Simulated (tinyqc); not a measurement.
# Impurity strength from the transmission

Inverse problem. An infinite chain has hopping -t with t = 1 eV and site energy 0; E = -2 t cos(k) with E = -0.71 eV. One site has the energy u > 0, so T(E) = 1/[1 + u^2/(4 t^2 sin^2 k)]. Find sin^2 k and u.

T(E) = 0.53304160

Solution. sin^2 k = 1 - (E/2t)^2, and u = 2 t |sin k| sqrt(1/T(E) - 1).

sin^2 k = 0.874
u = 1.75 eV

Program tinyqc, `OMP_NUM_THREADS=1 python tinyqc.py 2660113 2660114 out.jsonl`; Intel Xeon 2.30GHz, shared host, one thread, about 0.02 s.
